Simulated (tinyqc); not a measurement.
# Changing the ion energy E

Model: ion implantation: universal nuclear stopping, Lindhard-Scharff electronic stopping and a Gaussian range profile. Computed by tinyqc, a small Python program. Command: `OMP_NUM_THREADS=1 python tinyqc.py 3000884 3000885 out.jsonl implant sweep`. One thread of a shared host (Intel(R) Xeon(R) Processor @ 2.30GHz), about 0.4 s of CPU time with the checks.

An ion slows by elastic collisions with screened nuclei and by friction with electrons; channelling is ignored and the target is uniform.

Inputs (values chosen for the exercise, modelled on germanium ions in aluminium):
```
quantity                                 value    unit
ion atomic number Z1                        32       -
ion mass M1                                 74       u
target atomic number Z2                     13       -
target mass M2                           26.98       u
target density N                          60.2  1/nm^3
scale factor of electronic stopping k      1.1       -
dose Q                                 4.5e+12  1/cm^2
background C_B                         4.5e+16  1/cm^3
displacement energy E_d                     25      eV
```

Method:
- Reduced energy eps = 32.53 M2 E/(Z1 Z2 (M1 + M2)(Z1^0.23 + Z2^0.23)), E in keV; s_n = ln(1 + 1.1383 eps)/(2 (eps + 0.01321 eps^0.21226 + 0.19593 eps^0.5)) for eps up to 30 and ln(eps)/(2 eps) above; S_n = 8.462 Z1 Z2 M1 s_n/((M1 + M2)(Z1^0.23 + Z2^0.23)) in 1e-15 eV cm^2.
- S_e = k 3.83 Z1^(7/6) Z2/(Z1^(2/3) + Z2^(2/3))^(3/2) sqrt(E/M1) in 1e-15 eV cm^2, E in keV.
- Path length R = int_0^E dE'/(N (S_n + S_e)); energy lost to nuclei nu = int_0^E S_n/(S_n + S_e) dE' (both with E' = E y^3 and 64 Gauss-Legendre points in y).
- Estimates of Lindhard type: R_p = R/(1 + M2/(3 M1)), straggle dR_p = (2/3) R_p sqrt(M1 M2)/(M1 + M2).
- C(x) = C_p exp(-(x - R_p)^2/(2 dR_p^2)) with C_p = Q/(sqrt(2 pi) dR_p), 1 nm = 1e-7 cm; the profile falls to the background at x_j = R_p + dR_p sqrt(2 ln(C_p/C_B)); the peak atomic fraction is C_p/N.
- Kinchin-Pease count with efficiency 0.8: N_d = 0.8 nu/(2 E_d), taking all of nu as damage energy (an upper estimate, as recoils also lose energy to electrons). Spread over a depth R_p + dR_p, displacements per atom = Q N_d/(N (R_p + dR_p)).

One run for each value; columns: (1) ion energy E (keV); (2) projected range R_p (nm); (3) peak concentration C_p (1/cm^3); (4) energy lost to nuclei nu (keV); (5) depth x_j where C falls to C_B (nm); (6) displacements per atom:
```
(1)    (2)        (3)    (4)    (5)      (6)
2      5.3  1.155e+19    1.9   10.4  0.00326
4      7.5  8.111e+18    3.7   14.6  0.00457
8     11.0  5.516e+18    7.4   21.1  0.00617
16    16.8  3.614e+18   14.6   31.5  0.00800
32    26.8  2.270e+18   28.7   49.0  0.00987
63    44.2  1.376e+18   54.9   78.3  0.01147
250  142.6  4.269e+17  193.9  231.8  0.01256
500  274.0  2.221e+17  343.2  418.4  0.01157
```

Give the missing row, ion energy E (keV) = 130.

Computed row; columns: (1) ion energy E (keV); (2) projected range R_p (nm); (3) peak concentration C_p (1/cm^3); (4) energy lost to nuclei nu (keV); (5) depth x_j where C falls to C_B (nm); (6) displacements per atom:
```
(1)   (2)        (3)    (4)    (5)      (6)
130  79.8  7.630e+17  108.1  135.7  0.01252
```

Interpolating between the two neighbouring rows (the first column on a logarithmic scale, the others too where they are positive) misses most in displacements per atom, by 3.9 %. Over the rows, projected range R_p (nm) rises from 5.27 to 274 (exponent d ln y / d ln x 0.51 between the first rows and 0.94 between the last); peak concentration C_p (1/cm^3) falls from 1.16e19 to 2.22e17 (exponent d ln y / d ln x -0.51 between the first rows and -0.94 between the last); energy lost to nuclei nu (keV) rises from 1.86 to 343 (exponent d ln y / d ln x 0.99 between the first rows and 0.82 between the last). At the high end the exponent of projected range R_p is 0.94, close to 1: the stopping at entry is close to its mean over the path. The share of energy given to nuclei falls from 0.93 to 0.69 as electronic stopping grows. C_p is inverse to the straggle, which these estimates tie to R_p.

Extremes, crossings and ranges named in words are read from the listed rows.
